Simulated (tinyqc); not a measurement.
# Changing the diffusion length L

Model: surface photovoltage measurement of the minority-carrier diffusion length in a wafer. Computed by tinyqc, a small Python program. Command: `OMP_NUM_THREADS=1 python tinyqc.py 3130224 3130225 out.jsonl spv sweep`. One thread of a shared host (Intel(R) Xeon(R) Processor @ 2.30GHz), about 0.02 s of CPU time with the checks.

Low injection, steady light, a depletion layer much thinner than 1/alpha and L. The excess density dn is taken at the front edge of the neutral region; light that reaches the back is lost.

Inputs (values chosen for the exercise, modelled on p-type silicon at room temperature):

| quantity | value | unit |
|---|---|---|
| wafer thickness W | 725 | micrometre |
| diffusivity D | 32.5 | cm^2/s |
| front recombination velocity S_f | 91000 | cm/s |
| back recombination velocity S_b | 200000 | cm/s |
| photon flux entering | 1.7e+12 | 1/(cm^2 s) |
| minority density at the surface barrier scale n_0 | 1.4e+09 | 1/cm^3 |
| temperature T | 298 | K |
| wavelength | 960 | nm |
| relative noise of each reading | 0 | % |

normal deviates g for the noise: -1.06  1.03  0.05  -0.24  0.12  1.60  -1.29

Constants: k_B = 8.617333262e-05 eV/K.

Method:
- alpha = (84.732/lambda - 76.417)^2 per cm with lambda in micrometre (an empirical fit for silicon between 0.7 and 1.05 micrometre).
- Thick wafer: dn = Phi L/((S_f + D/L)(L + 1/alpha)). Finite wafer, with s = S_b L/D, w = W/L, a = alpha L: dn = [Phi a/(a^2 - 1)] [a - B - exp(-alpha W)(a - s)/(cosh w + s sinh w)]/(S_f + B D/L), B = (sinh w + s cosh w)/(cosh w + s sinh w).
- Photovoltage V = (k_B T/e) ln(1 + dn/n_0). Lifetime = L^2/D.
- Readings y = (Phi/dn) (1 + noise x g) at 780, 830, 880, 920, 950, 975 and 995 nm; a least-squares line y = c (1/alpha + L_app) gives L_app = intercept/slope.

One run for each value:

| diffusion length L (micrometre) | apparent length L_app (micrometre) | error of L_app (rounded to 0.001) (%) | dn, finite wafer (1/cm^3) | B |
|---|---|---|---|---|
| 8 | 8.0 | 0 | 1.303e+06 | 1.000 |
| 15 | 15.0 | 0 | 2.624e+06 | 1.000 |
| 29 | 29.0 | 0 | 4.811e+06 | 1.000 |
| 54 | 54.0 | 0 | 7.554e+06 | 1.000 |
| 100 | 100.0 | -4.000e-03 | 1.053e+07 | 1.000 |
| 190 | 189.1 | -4.680e-01 | 1.333e+07 | 1.001 |
| 370 | 340.1 | -8.070e+00 | 1.536e+07 | 1.040 |
| 700 | 480.8 | -3.132e+01 | 1.630e+07 | 1.287 |
| 1300 | 552.7 | -5.748e+01 | 1.662e+07 | 1.972 |
| 2500 | 579.7 | -7.681e+01 | 1.673e+07 | 3.537 |

What does the table show?

Over the rows, apparent length L_app (micrometre) rises from 8.00 to 580 (exponent d ln y / d ln x 1.0 between the first rows and 0.073 between the last); error of L_app (rounded to 0.001) (%) falls from 0 to -76.8, flat over part of the range; dn, finite wafer (1/cm^3) rises from 1.30e6 to 1.67e7 (exponent d ln y / d ln x 1.1 between the first rows and 0.0096 between the last).

Extremes, crossings and ranges named in words are read from the listed rows.
